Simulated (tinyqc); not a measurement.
# Minority carriers and saturation current of a heavily doped emitter: what changes with what

n-type, parabolic bands, full ionisation. eta = (EF - Ec)/kB T solves N = Nc F12(eta), F12(x) = (2/sqrt(pi)) int_0^infinity sqrt(u)/(1 + exp(u - x)) du. The gap shrinks rigidly by dEg = a3 y^(1/3) + a4 y^(1/4) + a2 y^(1/2), y = N/1e18 cm^-3, an empirical law that is here taken as the true narrowing.

Values chosen for this exercise; band and dielectric values close to those of silicon:

| symbol | value | unit | meaning |
|---|---|---|---|
| T | 300 | K | temperature |
| Eg | 1.13 | eV | band gap |
| Nc | 2.76e19 | cm^-3 | conduction-band density of states at 300 K |
| Nv | 2.6e19 | cm^-3 | valence-band density of states at 300 K |
| a3 | 17.8 | meV | coefficient of (N/1e18)^(1/3) |
| a4 | 5.9 | meV | coefficient of (N/1e18)^(1/4) |
| a2 | 3.5 | meV | coefficient of (N/1e18)^(1/2) |
| mup | 190 | cm^2/(V s) | minority-hole mobility |
| Cn | 2.4e-31 | cm^6/s | Auger coefficient |
| ts | 1 | us | defect lifetime |
| W | 690 | nm | emitter width |
| S | 18000 | cm/s | recombination velocity at the contact |

Constants: q = 1.602176634e-19 C, kB = 1.380649e-23 J/K, Vt = kB T/q. Results are converted to the units shown.

Each table varies one quantity; the others keep the values above.

## Effect of the doping

ni = sqrt(Nc Nv) exp(-Eg/(2 Vt)), Eg in volts; degeneracy factor g = F12(eta) exp(-eta); nie^2 = ni^2 exp(dEg/kB T) g, p0 = nie^2/N; apparent narrowing dEg + kB T ln g. 1/tau = Cn N^2 + 1/ts, D = mup Vt, L = sqrt(D tau); J0 = (q p0 D/L)(s + tanh(W/L))/(1 + s tanh(W/L)), s = S L/D; the share recombining inside is 1 - 1/[cosh(W/L)(1 + tanh(W/L)/s)]. The mobility is held fixed.

Effect of the doping:

| N (cm^-3) | apparent narrowing (meV) | p0 (cm^-3) | L (nm) | J0 (fA/cm^2) | share inside (%) |
|---|---|---|---|---|---|
| 5.7e17 | 22.339 | 310.54 | 21346 | 717.83 | 0.46339 |
| 1.2e18 | 28.527 | 187.40 | 19106 | 433.64 | 0.57779 |
| 2.7e18 | 37.207 | 116.52 | 13366 | 271.09 | 1.1738 |
| 6e18 | 48.171 | 80.132 | 7138.1 | 191.37 | 4.0018 |
| 1.3e19 | 61.399 | 61.693 | 3437.8 | 164.77 | 15.297 |
| 2.9e19 | 77.760 | 52.075 | 1556.1 | 209.99 | 47.457 |
| 6.2e19 | 94.638 | 46.793 | 729.27 | 423.99 | 82.062 |
| 1.4e20 | 110.63 | 38.468 | 323.11 | 916.54 | 97.470 |
| 3e20 | 116.43 | 22.465 | 150.80 | 1172.2 | 99.892 |

The apparent narrowing rises from 22.3 to 116 meV. p0 goes as N^(-0.68) between the first two rows and N^(-0.71) between the last two (-1 without narrowing or degeneracy), and J0 goes from 718 through a minimum of 165 (at N = 1.3e19 cm^-3 among the rows listed) to 1170 fA/cm^2. Past the minimum Auger recombination shortens L faster than p0 falls.

## Approximations to the Fermi level

With u = N/Nc: Boltzmann ln u; Joyce-Dixon ln u + 0.353553 u - 4.95009e-3 u^2 + 1.48386e-4 u^3 - 4.42563e-6 u^4; degenerate limit (3 sqrt(pi) u/4)^(2/3). The Einstein ratio is D/(mu Vt) = F12/Fm, Fm(x) = dF12/dx = (1/sqrt(pi)) int_0^infinity u^(-1/2)/(1 + exp(u - x)) du.

Approximations to the Fermi level:

| N (cm^-3) | N/Nc | eta | Boltzmann | Joyce-Dixon | degenerate | D/(mu Vt) |
|---|---|---|---|---|---|---|
| 1.4e18 | 0.05072 | -2.963 | -2.981 | -2.963 | 0.1657 | 1.018 |
| 3.2e18 | 0.1159 | -2.114 | -2.155 | -2.114 | 0.2875 | 1.041 |
| 7e18 | 0.2536 | -1.283 | -1.372 | -1.283 | 0.4844 | 1.089 |
| 1.5e19 | 0.5435 | -0.4191 | -0.6098 | -0.4191 | 0.8052 | 1.189 |
| 3.4e19 | 1.232 | 0.6368 | 0.2085 | 0.6368 | 1.389 | 1.421 |
| 7.4e19 | 2.681 | 1.901 | 0.9862 | 1.901 | 2.333 | 1.884 |
| 1.6e20 | 5.797 | 3.665 | 1.757 | 3.664 | 3.901 | 2.787 |
| 3.6e20 | 13.04 | 6.571 | 2.568 | 6.539 | 6.699 | 4.559 |
| 7.8e20 | 28.26 | 11.14 | 3.341 | 9.906 | 11.22 | 7.529 |

Boltzmann is within 0.1 of eta up to N/Nc = 0.25, Joyce-Dixon within 0.01 up to 5.8, and the degenerate limit is off by 0.074 in the last row. The Einstein ratio rises from 1.02 to 7.53: degenerate carriers diffuse faster for the same mobility.

Range of the model: Band tails, non-parabolic bands and incomplete ionisation are left out.

tinyqc, about 0.01 s, one thread, Intel Xeon 2.30GHz (shared host): `OMP_NUM_THREADS=1 python tinyqc.py 2330086 2330087 out.jsonl`
